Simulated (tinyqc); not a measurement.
Inside a calculation. Model: tunnelling through a gate dielectric, WKB transmission and Tsu-Esaki current.

Numbers from tinyqc (`OMP_NUM_THREADS=1 python tinyqc.py 2540090 2540091 out.jsonl`; about 0.02 s on one thread of a shared Intel Xeon 2.30GHz). Printed values are rounded.

Electrons leave the emitter at x = 0. Energies E (motion across the layers) are in eV from the emitter Fermi level; the collector Fermi level lies at -V and offers states at every E. No charge in the dielectric and no image force: F1 = V/t1, U = phi1 - F1 x. With C = hbar^2/(2 m0), kappa = sqrt(m (U - E)/C) where U > E and 0 elsewhere; T(E) = exp(-S), S = 2 times the integral of kappa over x.

Parameters, values chosen for the exercise; dielectric values close to those of aluminium oxide:
```
symbol,value,unit,meaning
T,200,K,temperature
Ef,2.6,eV,Fermi energy of the emitter above its band bottom
me,1,m0,emitter mass in the supply function
phi1,2.55,eV,barrier of layer 1 above the emitter Fermi level at zero bias
m1,0.42,m0,tunnelling mass of layer 1
t1,5.3,nm,thickness of layer 1
V,4.9,V,voltage across the dielectric
E,0,eV,energy of the electron followed
nc,6,,cells in each layer
Ea,-0.61,eV,lower end of the energy grid
Eb,0.19,eV,upper end of the energy grid
nE,15,,points of the energy grid
```

Constants: q = 1.602176634e-19 C, kB = 1.380649e-23 J/K, hbar = 1.054571817e-34 J s, m0 = 9.1093837015e-31 kg, Vt = kB T/q, hbar^2/(2 m0) = 0.0380998212 eV nm^2. Results are converted to the units shown.

## Fields and band edges

F1 = V/t1, U = phi1 - F1 x.

F1 = 9.245283 MV/cm
U at x = t1 = -2.35 eV

## WKB exponent by the midpoint rule

Cut each layer into nc equal cells, take U and kappa at the cell centres, and sum S = 2 sum kappa h.

```
cell    x (nm)     U (eV)  kappa (1/nm)
0     0.441667   2.141667      4.858913
1     1.325000   1.325000      3.821828
2     2.208333   0.508333      2.367214
3     3.091667  -0.308333      0.000000
4     3.975000  -1.125000      0.000000
5     4.858333  -1.941667      0.000000
```

S = 19.51805
T(E) = 3.337470e-9

## WKB exponent in closed form

Each layer adds (2/F) sqrt(m/C) [G(u at its left edge) - G(u at its right edge)] to S, with u = U - E (0 where negative) and G(u) = (2/3) u^1.5. The slope follows from 1/d = -dS/dE.

S = 19.49809
T(E) = 3.404780e-9
energy d over which T(E) grows by a factor e = 0.087188 eV

The midpoint rule gives S = 19.518, so its T(E) is 2.0 % below this value. The band edge of layer 1 drops below E inside the layer: the barrier there is triangular (the Fowler-Nordheim case).

## Current density on a coarse energy grid

J = J0 times the integral of T(E) N(E) dE, N = ln[(1 + exp(-E/Vt))/(1 + exp((-E - V)/Vt))], J0 = q^2 me m0 kB T/(2 pi^2 hbar^3) (times 1e-4 for A/cm^2 per eV), by Simpson's rule on nE equally spaced points from Ea to Eb.

```
point      E (eV)          T(E)            N        T(E) N
0      -0.6100000  2.082347e-12     35.39378  7.370214e-11
1      -0.5528571  4.304998e-12     32.07820  1.380966e-10
2      -0.4957143  8.841003e-12     28.76263  2.542905e-10
3      -0.4385714  1.803483e-11     25.44705  4.589331e-10
4      -0.3814286  3.654066e-11     22.13147  8.086986e-10
5      -0.3242857  7.353028e-11     18.81590   1.383538e-9
6      -0.2671429  1.469441e-10     15.50032   2.277681e-9
7      -0.2100000  2.916109e-10     12.18475   3.553205e-9
8      -0.1528571  5.746319e-10     8.869308   5.096588e-9
9      -0.0957143   1.124289e-9     5.557457   6.248188e-9
10     -0.0385714   2.183912e-9     2.339370   5.108979e-9
11      0.0185714   4.211404e-9    0.2929862   1.233884e-9
12      0.0757143   8.061535e-9   0.01228608  9.904466e-11
13      0.1328571   1.531690e-8  4.487969e-4  6.874176e-12
14      0.1900000   2.888338e-8  1.630073e-5  4.708203e-13
```

J0 = 2.789105e8 A/(cm^2 eV)
J = 0.4221143 A/cm^2

The integrand peaks at E = -0.0957 eV among these points. A converged quadrature from -Ef to above the barrier gives 0.4275 A/cm^2; this grid is 1.3 % below that.
